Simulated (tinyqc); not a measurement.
# Lifetime from the low-frequency admittance

Inverse problem. At low frequency a p+-n diode with a base of width wb has C_diff/G = (tau/2)(1 - 2 x/sinh 2x), x = wb/sqrt(Dp tau). Find tau, x and the limit of C_diff/G for infinite lifetime, wb^2/(3 Dp).

Parameters, values chosen for the exercise:
- Dp = 5.4 cm^2/s (hole diffusion coefficient)
- wb = 44 um (width of the neutral base)

G = 0.43702008 S/cm^2
C_diff = 0.18098051 uF/cm^2

Solution. The ratio rises steadily with tau from tau/2 (long base) towards wb^2/(3 Dp) (short base), so one lifetime matches as long as the ratio is below that limit.

tau = 1.000e-6 s
x = 1.893
limit of C_diff/G = 1.195e-6 s

Program tinyqc, `OMP_NUM_THREADS=1 python tinyqc.py 2890154 2890155 out.jsonl`; Intel Xeon 2.30GHz, shared host, one thread, about 0.01 s.
